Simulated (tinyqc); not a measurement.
Comparisons within one model: finite square well with mass mismatch (envelope functions). A value that a table varies takes the place of the one given here.

A square well of width L and depth V0, mass mw inside and mb outside, energies from the bottom of the well, c = hbar^2/2m0. k = sqrt(mw E/c), kappa = sqrt(mb (V0 - E)/c). psi and psi'/m are continuous at the walls (BenDaniel-Duke), so level n solves k L + 2 atan[(k/mw)/(kappa/mb)] = n pi.

Non-parabolic bands: mw is replaced by mw (1 + alpha_w E) and mb by mb (1 - alpha_b (V0 - E)), in k, kappa and the matching condition alike.

Constants: hbar^2/2m0 = 3.80998211 eV angstrom^2.

Parameters, chosen for this exercise (near those of a non-polar GaN well in AlN; shifted at random, so the results belong to these values and not to a real crystal):
```
symbol   value                        unit      meaning
V0       1.909                        eV        barrier height
mw       0.201                        m0        mass in the well
mb       0.332                        m0        mass in the barrier
Ls       (8, 12, 18, 27, 40, 61, 91)  angstrom  widths
L        66                           angstrom  well width
alpha_w  0.17                         1/eV      non-parabolicity in the well
alpha_b  0.26                         1/eV      non-parabolicity in the barrier
```

## Width of the well

Levels against L, beside the infinite well E1(hard) = c (pi/L)^2/mw; Pb is the probability of level 1 in the barriers; a dash marks an unbound level.

Levels:
```
L (angstrom),bound levels,E1 (eV),E2 (eV),E1(hard) (eV),Pb
8,1,0.7253,-,2.9231,0.193
12,2,0.4655,1.7327,1.2992,0.098
18,2,0.2755,1.0940,0.5774,0.044
27,3,0.1521,0.6091,0.2566,0.018
40,5,0.0809,0.3241,0.1169,0.007
61,7,0.0392,0.1569,0.0503,0.002
91,10,0.0191,0.0762,0.0226,0.001
```

What does this show, and why?

The infinite well overestimates E1 by a factor 4.03 at 8 angstrom and 1.19 at 91 angstrom. The local exponent d ln E1/d ln L goes from -1.09 (first two rows) to -1.80 (last two), towards the -2 of hard walls, as Pb falls from 0.193 to 0.001. E2 - E1 is largest at 12 angstrom of the widths listed. Non-parabolicity, which grows with the level, already counts at a few tenths of an eV, and levels above about 0.5 eV lie beyond a parabolic band.

## Levels of description

The same well five ways. mb = mw: the barrier takes the mass of the well. psi' continuous: kappa holds mb but the condition drops the masses, k L + 2 atan(k/kappa) = n pi. The last column is measured against BenDaniel-Duke.

Levels (eV):
```
model,E1,E2,E3,E1 - E1(BDD) (meV)
infinite walls,0.0429,0.1718,0.3865,8.9
mb = mw,0.0358,0.1428,0.3204,1.7
BenDaniel-Duke,0.0341,0.1364,0.3070,0.0
psi' continuous,0.0372,0.1484,0.3323,3.1
non-parabolic,0.0361,0.1413,0.3080,2.0
```

How do the results move?

Hard walls put E1 8.9 meV too high. Ignoring the mass step moves it by +1.7 meV and the wrong matching by +3.1 meV: with mb/mw = 1.65, continuity of psi'/m lets the slope outside be 1.65 times the slope inside, which acts like a softer wall. Non-parabolicity shifts E1 by +2.0 meV, the balance of a heavier mass in the well, which lowers it, and a lighter mass deep in the barrier, which hardens the wall. Among the finite wells the largest departure in E1 is that of the model 'psi' continuous'.

## What each parameter does

Parabolic bands. Pb is the probability of level 1 in the barriers, (A^2/kappa)/(A^2/kappa + L/2 + sin(kL)/(2k)) with A = cos(kL/2). Each row changes one parameter from the base and keeps the others.

Results:
```
case,E1 (eV),bound levels,Pb,V0 - E1 (eV)
base,0.0341,7,0.0019,1.8749
L = 73 angstrom,0.0284,8,0.0015,1.8806
V0 = 1.623 eV,0.0335,7,0.0024,1.5895
mw = 0.1809 m0,0.0370,7,0.0023,1.8720
mb = 0.2656 m0,0.0349,7,0.0018,1.8741
```

What can be read from the table?

The largest shifts from the base row, up to three for each result and ties (the steps differ in size, so this ranks the rows, not the parameters). E1 (eV): L -0.0056, mw +0.0029, mb +0.0008. bound levels: L +1; unchanged at the printed digits by V0, mw and mb. Pb: V0 +0.0005, L -0.0005, mw +0.0004. V0 - E1 (eV): V0 -0.2854, L +0.0056, mw -0.0029.

(tinyqc, `OMP_NUM_THREADS=1 python tinyqc.py 1280628 1280629 out.jsonl`, Intel(R) Xeon(R) Processor @ 2.30GHz, 1 thread, shared host, about 0.01 s.)
